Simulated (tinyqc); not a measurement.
AlGaN/GaN HEMT with access regions, lumped model: one step of the calculation.

A polarisation-induced electron sheet under a Schottky gate, in series with two ungated access regions and contacts. Drift law v = mu E/(1 + mu E/vs) under the gate. Currents in mA/mm, resistances in ohm mm. No self-heating, no channel-length modulation; fits for polarisation, barrier and offset are chosen for the exercise.

Task. Polarisation charge, threshold and sheet resistance. sigma = (5e13 x + 1.6e13 x^2) cm^-2, phiB = 0.84 + 1.3 x, dEc = 0.7 (1.71 x + x^2) in volts, Cb = eps0 eps_r/d, VT = phiB - dEc - q sigma/Cb, access density n0 = -Cb VT/q. Rsh = 1/(q mu n0); largest access current q n0 vs.

Inputs (values chosen for the exercise); values close to those of AlGaN/GaN structures:
- x = 0.29 (aluminium share of the barrier)
- d = 20 nm (barrier thickness)
- eps_r = 9 (relative permittivity of barrier and channel)
- mu = 1700 cm^2/(V s) (channel mobility)
- vs = 1.6e7 cm/s (saturation velocity)

Constants: q = 1.602176634e-19 C, eps0 = 8.8541878128e-14 F/cm where lengths are in cm. Results are converted to the units shown.

Find: sigma; Cb; VT; n0; Rsh; q n0 vs.

Result.

sigma = 1.5846e13 cm^-2
Cb = 0.39844 uF/cm^2
VT = -5.5607 V
n0 = 1.3829e13 cm^-2
Rsh = 265.50 ohm
q n0 vs = 3545.0 mA/mm

Program tinyqc, `OMP_NUM_THREADS=1 python tinyqc.py 2570044 2570045 out.jsonl`; Intel Xeon 2.30GHz, shared host, one thread, about 0.02 s.
